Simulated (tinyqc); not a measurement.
Model-solid line-up of a strained alloy layer on a substrate: sweeps and comparisons. A value that a table varies takes the place of the one given here.

All values of the alloy are linear in x but the gap, Eg(x) = (1 - x) Eg_A + x Eg_B - C x (1 - x), and the valence edge, Ev(x) = (1 - x) Ev_A + x Ev_B + fv C x (1 - x); Ec = Ev + Eg. Ev is the top of the unstrained valence band on a scale common to all materials. In the layer only the Gamma valley of the conduction band is followed, also where an X or L valley would lie lower.

Coherent growth on a (111) face: e_par = (a_s - a)/a, e_perp = -(2 C11 + 4 C12 - 4 C44)/(C11 + 2 C12 + 4 C44) e_par; exx = eyy = ezz = (2 e_par + e_perp)/3 and exy = eyz = ezx = (e_perp - e_par)/3.

Strained edges: Ec + ac tr(e); the valence edges are Ev plus the levels of the 6 x 6 matrix of X, Y, Z times spin with -Dso/3 + l exx + m (eyy + ezz) on the diagonal (cyclic), n exy off it, l = av + 2 b, m = av - b, n = sqrt(3) d. Spin-orbit term (Dso/3) L.sigma on X, Y, Z with (L_k)_ij = -i epsilon_kij: <X+|H|Y+> = -i Dso/3, <X+|H|Z-> = Dso/3, <Y+|H|Z-> = -i Dso/3, <Z+|H|X-> = -Dso/3, <Z+|H|Y-> = i Dso/3, <X-|H|Y-> = i Dso/3, and their conjugates; + and - are the spin along z.

dEc = Ec(substrate) - Ec(layer), dEv = Ev(layer) - Ev(substrate); positive values confine the carrier in the layer. Type I: both of one sign; type II: opposite signs; type III: the gaps do not overlap.

Coherent growth: e_par = (a_s - a)/a. (001): e_perp = -2 (C12/C11) e_par; exx = eyy = e_par, ezz = e_perp, no shear. (111): e_perp = -(2 C11 + 4 C12 - 4 C44)/(C11 + 2 C12 + 4 C44) e_par; exx = eyy = ezz = (2 e_par + e_perp)/3 and exy = eyz = ezx = (e_perp - e_par)/3. (110): e_perp = -(C11 + 3 C12 - 2 C44)/(C11 + C12 + 2 C44) e_par; exx = eyy = (e_par + e_perp)/2, ezz = e_par, exy = (e_perp - e_par)/2, eyz = ezx = 0.

Parameters, chosen for this exercise (A near GaSb, B near GaAs, substrate near InP; not measured data): a = (6.088, 5.648) angstrom (lattice constant of A, B); Eg = (0.822, 1.53) eV (gap at Gamma to the s-like level of A, B); Dso = (0.77, 0.341) eV (spin-orbit splitting of A, B); Ev = (-0.03, -0.8) eV (top of the unstrained valence band of A, B); ac = (-7.54, -7.11) eV (conduction deformation potential of A, B); av = (0.79, 1.16) eV (valence hydrostatic potential of A, B); b = (-2.02, -1.99) eV (tetragonal shear potential of A, B); d = (-4.76, -4.83) eV (trigonal shear potential of A, B); C11 = (89, 122.6) GPa (of A, B); C12 = (40.6, 57.4) GPa (of A, B); C44 = (43.4, 60) GPa (of A, B); C = 1.548 eV (bowing of the gap); fv = 0.6 (share of the bowing taken by the valence edge); a_s = 5.866 angstrom (substrate); Eg_s = 1.408 eV (lowest gap of the substrate); Ev_s = -0.95 eV (substrate valence edge); face = 111 (growth face); x = 0.85 (fraction of B).

## Composition against offsets

Each composition is strained to the same substrate.

Results:

| x | e_par (%) | relaxed gap (eV) | strained gap (eV) | valence splitting (meV) | dEc (eV) | dEv (eV) | type |
|---|---|---|---|---|---|---|---|
| 0.10 | -2.95 | 0.753 | 1.004 | 196 | -0.606 | 1.010 | II |
| 0.21 | -2.16 | 0.714 | 0.897 | 152 | -0.462 | 0.973 | II |
| 0.33 | -1.29 | 0.713 | 0.823 | 97 | -0.321 | 0.907 | II |
| 0.44 | -0.48 | 0.752 | 0.793 | 38 | -0.208 | 0.823 | II |
| 0.55 | 0.34 | 0.828 | 0.771 | 29 | -0.109 | 0.746 | II |
| 0.66 | 1.18 | 0.942 | 0.737 | 106 | -0.025 | 0.696 | II |
| 0.78 | 2.11 | 1.109 | 0.730 | 203 | 0.050 | 0.628 | I |
| 0.89 | 2.98 | 1.301 | 0.751 | 301 | 0.103 | 0.554 | I |

What can be read from the table?

The alloy matches the substrate at x = 0.505, where the top valence edge changes its character and the splitting passes through zero. The strained gap runs from 1.004 to 0.751 eV, against 0.753 to 1.301 eV for the relaxed alloy: strain reverses the change that the composition makes. It is not monotonic; its extremes in the table are 0.730 and 1.004 eV. Strains above 2 % can be kept only in layers of a few nanometres. The type changes: II to I between x = 0.66 and 0.78. Offsets below about 50 meV are within the spread of parameter sets, so those rows do not settle the type.

## The same layer on three faces

Composition and substrate are kept.

Results:

| face | e_perp (%) | tr(e) (%) | shift of Ec (meV) | shift of Ev (meV) | valence splitting (meV) | gap (eV) |
|---|---|---|---|---|---|---|
| (001) | -2.484 | 2.837 | -203.5 | 172.4 | 243.7 | 0.8505 |
| (111) | -1.306 | 4.014 | -288.0 | 198.3 | 264.3 | 0.7402 |
| (110) | -1.547 | 3.773 | -270.7 | 193.2 | 259.0 | 0.7625 |

What can be read from the table?

The layer yields most along the normal on (001) and least on (111), so the volume change, and with it the shift of Ec, is largest on (111). The valence splitting, set by b on (001), by d on (111) and by both on (110), is largest on (111). The gaps span 110 meV, from (111) to (001).

## What each parameter does

Strained gap, valence splitting and offsets. Each row changes one parameter from the base and keeps the others.

Results:

| case | gap (eV) | splitting (meV) | dEc (eV) | dEv (eV) |
|---|---|---|---|---|
| base | 0.7402 | 264.3 | 0.0856 | 0.5822 |
| x = 0.87 | 0.7452 | 282.6 | 0.0947 | 0.5681 |
| a_s = 5.846 angstrom | 0.8077 | 226.0 | 0.0477 | 0.5526 |
| C = 1.648 eV | 0.7274 | 264.3 | 0.0907 | 0.5898 |
| fv = 0.8 | 0.7402 | 264.3 | 0.0462 | 0.6217 |
| Ev_s = -0.9 eV | 0.7402 | 264.3 | 0.1356 | 0.5322 |
| b = (-2.323, -2.288) eV | 0.7402 | 264.3 | 0.0856 | 0.5822 |
| ac = (-8.671, -8.176) eV | 0.6970 | 264.3 | 0.1288 | 0.5822 |
| av = (0.908, 1.334) eV | 0.7335 | 264.3 | 0.0856 | 0.5888 |

What does this show?

The largest shifts from the base row, up to three for each result and ties (the steps differ in size, so this ranks the rows, not the parameters). gap (eV): a_s +0.0675, ac -0.0432, C -0.0128; unchanged at the printed digits by fv, Ev_s and b. splitting (meV): a_s -38.3, x +18.3; unchanged at the printed digits by C, fv, Ev_s, b, ac and av. dEc (eV): Ev_s +0.0500, ac +0.0432, fv -0.0395; unchanged at the printed digits by b and av. dEv (eV): Ev_s -0.0500, fv +0.0395, a_s -0.0296; unchanged at the printed digits by b and ac.

(tinyqc, `OMP_NUM_THREADS=1 python tinyqc.py 1081568 1081569 out.jsonl`, Intel(R) Xeon(R) Processor @ 2.30GHz, 1 thread, shared host, about 0.01 s.)
